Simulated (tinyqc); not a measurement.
Superjunction drift layer against a plain one, charge balance: one step of the calculation.

Alternating n and p pillars of equal width wp, doping N and length Lp. When depleted, the lateral field peaks at Ex = q N wp/(2 eps0 eps_r) at the pillar junctions and a uniform vertical field Ey is added; breakdown is taken where Ex^2 + Ey^2 = Ef^2. Only the n pillars conduct, narrowed by the zero-bias depletion. A first-order model: the field peaks at the pillar ends are left out.

Task. Doping of the plain drift layer. Ec(N) = E16 (N/1e16 cm^-3)^(1/8); N(new) = eps0 eps_r Ec(N)^2/(2 q BV).

Inputs (values chosen for the exercise); values close to those of silicon: relative permittivity of the semiconductor eps_r = 11.9; critical field at a doping of 1e16 cm^-3 E16 = 0.411 MV/cm; wanted breakdown voltage BV = 470 V.

Constants: q = 1.602176634e-19 C, eps0 = 8.8541878128e-14 F/cm where lengths are in cm. Results are converted to the units shown.

N after iteration 1 = 3.7371548e14 cm^-3

Give: Ec; N after iteration 2.

Result.

Ec = 0.27253 MV/cm
N after iteration 2 = 5.1961e14 cm^-3

Computed by the program tinyqc: `OMP_NUM_THREADS=1 python tinyqc.py 2590070 2590071 out.jsonl`, one thread of a shared Intel Xeon 2.30GHz, about 0.01 s for the whole run.
